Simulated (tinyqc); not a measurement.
Inside a calculation. Method: inverse iteration on a symmetric matrix. Computed by tinyqc, a small Python program that keeps every step. Settings: method = inverse, shift = -0.32. Command: `OMP_NUM_THREADS=1 python tinyqc.py 24806 24807 out.jsonl` (the two numbers bound the seeds that draw the settings). One thread of a shared host (Intel(R) Xeon(R) Processor @ 2.60GHz), about 0.01 s of CPU time with the checks.

## Step 1

A:
```
          1          2          3          4          5          6
1  0.276000   0.386000   0.265000   0.444000   0.631000   1.004000
2  0.386000   0.418000   0.513000   0.069000  -0.008000  -0.092000
3  0.265000   0.513000   0.455000  -0.038000   0.581000   1.122000
4  0.444000   0.069000  -0.038000   0.556000  -0.127000   0.046000
5  0.631000  -0.008000   0.581000  -0.127000   0.709000   0.726000
6  1.004000  -0.092000   1.122000   0.046000   0.726000   0.973000
```

vector v at the start: 0.408248  0.408248  0.408248  0.408248  0.408248  0.408248

shift = -0.320000

solve (A - shift) w = v; v' = w/|w| with its largest component positive (the first on a tie); lambda = v'^T A v'.

vector after step 1: -0.207078  0.161722  0.514886  0.615131  0.462164  -0.271800

Rayleigh quotient after step 1 = 0.148326

## Step 2

As before.

vector after step 2: 0.544249  0.084435  -0.475931  -0.493590  -0.392056  0.269840

Rayleigh quotient after step 2 = -0.166542

## Course of the iteration

Stop when the residual |A v - lambda v| is below 1e-9.

Steps:

| step | lambda | residual |
|---|---|---|
| 1 | 0.14832570 | 7.68e-01 |
| 2 | -0.16654153 | 7.33e-02 |
| 3 | -0.17196716 | 1.20e-02 |
| 4 | -0.17221153 | 2.88e-03 |
| 5 | -0.17222910 | 7.86e-04 |
| 6 | -0.17223054 | 2.24e-04 |
| 7 | -0.17223066 | 6.43e-05 |
| 8 | -0.17223067 | 1.86e-05 |
| 9 | -0.17223067 | 5.39e-06 |
| 10 | -0.17223067 | 1.56e-06 |
| 11 | -0.17223067 | 4.53e-07 |
| 12 | -0.17223067 | 1.32e-07 |
| 13 | -0.17223067 | 3.82e-08 |
| 14 | -0.17223067 | 1.11e-08 |
| 15 | -0.17223067 | 3.22e-09 |
| 16 | -0.17223067 | 9.34e-10 |

all eigenvalues, for comparison: -0.982181  -0.172231  0.189017  0.594355  0.816919  2.941121

Converged in 16 steps.
